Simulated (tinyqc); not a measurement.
Inside a calculation. Model: growth of a silicide layer between metal and silicon: linear-parabolic kinetics, ramp anneals and Kissinger analysis. Computed by tinyqc, a small Python program that keeps every step. Command: `OMP_NUM_THREADS=1 python tinyqc.py 3001882 3001883 out.jsonl silicide walk`. One thread of a shared host (Intel(R) Xeon(R) Processor @ 2.30GHz), about 0.2 s of CPU time with the checks. Intermediate numbers are printed to about 6 digits and carried at full precision; extremes and crossings named in words are read from the listed rows.

One compound layer of thickness x grows by diffusion through itself and reaction at an interface, dx/dt = 1/(2x/K + 1/v), until the metal is used up at x = a h.

Inputs (values chosen for the exercise, modelled on Ni2Si): metal thickness h = 9.4 nm; silicide formed per metal thickness a = 1.47; silicon consumed per metal thickness b = 0.91; prefactor of the parabolic constant K = 5.7e+13 nm^2/s; activation energy E of K = 1.47 eV; prefactor of the interface velocity v = 5.2e+14 nm/s; activation energy E_v = 1.62 eV; temperature T = 265 C; time t = 180 s; ramp rate beta = 1 C/s; silicide resistivity = 27 micro-ohm cm; junction depth x_j = 23 nm.

Constants: k_B = 8.617333262e-05 eV/K.

## Final thickness

The silicide ends at the thickness a h.

final thickness = 13.818 nm

## Geometry at full reaction

Silicon consumed b h, sheet resistance rho/(final thickness) with 1 micro-ohm cm/nm = 10 ohm; margin to the junction x_j - b h.

silicon consumed = 8.554 nm

sheet resistance = 19.5397 ohm/square

margin to the junction = 14.446 nm

The layer takes 37 % of the junction depth; its surface lies 5.26 nm above the original silicon surface. Caution: so thin a film has a resistivity above the bulk value and tends to agglomerate.

## Isothermal growth

K = K0 exp(-E/(k_B T)), v = v0 exp(-E_v/(k_B T)). Temperatures in kelvin are T(C) + 273.15. x^2/K + x/v = t, so x = (K/(2v)) [sqrt(1 + 4 v^2 t/K) - 1], capped at a h; completion time t_c = (a h)^2/K + a h/v, a h being the final thickness; crossover thickness K/v.

K = 0.975698 nm^2/s

v = 0.350504 nm/s

crossover thickness = 2.78370 nm

thickness at time t = 11.9334 nm

completion time = 235.116 s

86 % has reacted. Diffusion makes up 83 % of the completion time.

## Ramp anneal

Ramp from x = 0 at 100 C at the rate beta: dx/dT = (1/beta)/(2x/K + 1/v), integrated adaptively (tolerance 1e-9) until x = a h at T_f.

completion temperature T_f = 311.320 C

## Kissinger analysis

Plot ln(beta/T_f^2) against 1/(k_B T_f), T_f in kelvin; minus the least-squares slope estimates the activation energy.

Ramps:
```
beta (C/s)  T_f (C)  1/(k_B T_f) (1/eV)  ln(beta/T_f^2)
0.03        252.853             22.0617        -16.0372
0.1         271.572             21.3036        -14.9031
0.3         289.846             20.6121        -13.8705
1           311.320             19.8548        -12.7414
3           332.377             19.1643        -11.7136
10          357.237             18.4086        -10.5901
30          381.736             17.7199         -9.5677
```

Kissinger energy = 1.48999 eV

A thousandfold faster ramp raises the completion temperature by only 129 C. The fit gives 1.490 eV, against E = 1.47 eV for diffusion and E_v = 1.62 eV for the interface: it lies 13 % of the way from E to E_v, as both steps resist. Caution: nucleation and competing phases are left out; disilicides such as CoSi2 and the low-resistance form of TiSi2 start by nucleation and follow this law at best in part.

Checks made by the program: isothermal closed form against integration (relative difference below 1e-10).
